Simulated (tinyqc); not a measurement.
Hueckel theory of the pi electrons, for the molecule C=CC=CC(=C)C=C (SMILES; centres numbered as the heavy atoms are written), step by step. Computed by tinyqc, a small Python program that keeps every step. Settings: charge = 0. Command: `OMP_NUM_THREADS=1 python tinyqc.py 29637 29638 out.jsonl` (the two numbers bound the seeds that draw the settings). One thread of a shared host (Intel(R) Xeon(R) Processor @ 2.60GHz), about 0.01 s of CPU time with the checks.

## The Hueckel matrix

Centres:

| centre | z_r, pi electrons of the neutral centre | h |
|---|---|---|
| 1C | 1 | 0.00000 |
| 2C | 1 | 0.00000 |
| 3C | 1 | 0.00000 |
| 4C | 1 | 0.00000 |
| 5C | 1 | 0.00000 |
| 6C | 1 | 0.00000 |
| 7C | 1 | 0.00000 |
| 8C | 1 | 0.00000 |

Bonds:

| i | j | k |
|---|---|---|
| 1 | 2 | 1 |
| 2 | 3 | 1 |
| 3 | 4 | 1 |
| 4 | 5 | 1 |
| 5 | 6 | 1 |
| 5 | 7 | 1 |
| 7 | 8 | 1 |

H_rr = alpha + h_r beta, H_rs = k_rs beta for bonded centres.

Hueckel matrix in units of beta (H = alpha + beta A), lower triangle:
```
         1C       2C       3C       4C       5C       6C       7C       8C
1C  0.00000
2C  1.00000  0.00000
3C  0.00000  1.00000  0.00000
4C  0.00000  0.00000  1.00000  0.00000
5C  0.00000  0.00000  0.00000  1.00000  0.00000
6C  0.00000  0.00000  0.00000  0.00000  1.00000  0.00000
7C  0.00000  0.00000  0.00000  0.00000  1.00000  0.00000  0.00000
8C  0.00000  0.00000  0.00000  0.00000  0.00000  0.00000  1.00000  0.00000
```

## Orbitals

pi electrons, sum of z_r less the charge = 8

Diagonalise; E = alpha + x beta with beta < 0, so the largest x are filled first; degenerate levels share their electrons. P = sum n_i c_ri c_si; each orbital has its largest coefficient positive (the first on a tie).

x values: 1.98904  1.48629  0.81347  0.41582  -0.41582  -0.81347  -1.48629  -1.98904

occupations: 2.00000  2.00000  2.00000  2.00000  0.00000  0.00000  0.00000  0.00000

coefficients:
```
        MO1       MO2       MO3       MO4       MO5       MO6       MO7       MO8
1C  0.11912   0.38336   0.35215   0.46351  -0.46351   0.35215  -0.38336   0.11912
2C  0.23693   0.56979   0.28646   0.19274   0.19274  -0.28646   0.56979  -0.23693
3C  0.35215   0.46351  -0.11912  -0.38336   0.38336  -0.11912  -0.46351   0.35215
4C  0.46351   0.11912  -0.38336  -0.35215  -0.35215   0.38336   0.11912  -0.46351
5C  0.56979  -0.28646  -0.19274   0.23693  -0.23693  -0.19274   0.28646   0.56979
6C  0.28646  -0.19274  -0.23693   0.56979   0.56979   0.23693  -0.19274  -0.28646
7C  0.38336  -0.35215   0.46351  -0.11912  -0.11912  -0.46351  -0.35215  -0.38336
8C  0.19274  -0.23693   0.56979  -0.28646   0.28646   0.56979   0.23693   0.19274
```

charge and bond-order matrix P, lower triangle:
```
          1C        2C        3C        4C       5C        6C       7C       8C
1C   1.00000
2C   0.87374   1.00000
3C   0.00000   0.47905   1.00000
4C  -0.39469   0.00000   0.79820   1.00000
5C   0.00000  -0.07554   0.00000   0.44086  1.00000
6C   0.28180   0.00000  -0.35734   0.00000  0.79820   1.00000
7C   0.03735   0.00000  -0.07554   0.00000  0.40351   0.00000  1.00000
8C   0.00000   0.03735   0.00000  -0.11289  0.00000  -0.39469  0.91109  1.00000
```

## Energy, charges, bond orders

E = sum n x; q_r = z_r - P_rr; bond order p = P_rs; free valence = sqrt(3) - sum of p over the bonds of the atom.

pi energy = 8 alpha + this times beta = 9.40926

pi charges: 1C 0.00000, 2C 0.00000, 3C 0.00000, 4C 0.00000, 5C 0.00000, 6C 0.00000, 7C 0.00000, 8C 0.00000

Bond orders and lengths from R = 1.517 - 0.180 p (angstrom, C-C alone):

| bond | p | R |
|---|---|---|
| 1-2 | 0.87374 | 1.35973 |
| 2-3 | 0.47905 | 1.43077 |
| 3-4 | 0.79820 | 1.37332 |
| 4-5 | 0.44086 | 1.43765 |
| 5-6 | 0.79820 | 1.37332 |
| 5-7 | 0.40351 | 1.44437 |
| 7-8 | 0.91109 | 1.35300 |

free valence of the carbons: 1C 0.85832, 2C 0.37927, 3C 0.45481, 4C 0.49299, 5C 0.08949, 6C 0.93385, 7C 0.41746, 8C 0.82096

gap between the highest filled and the next level = 0.83165 |beta|
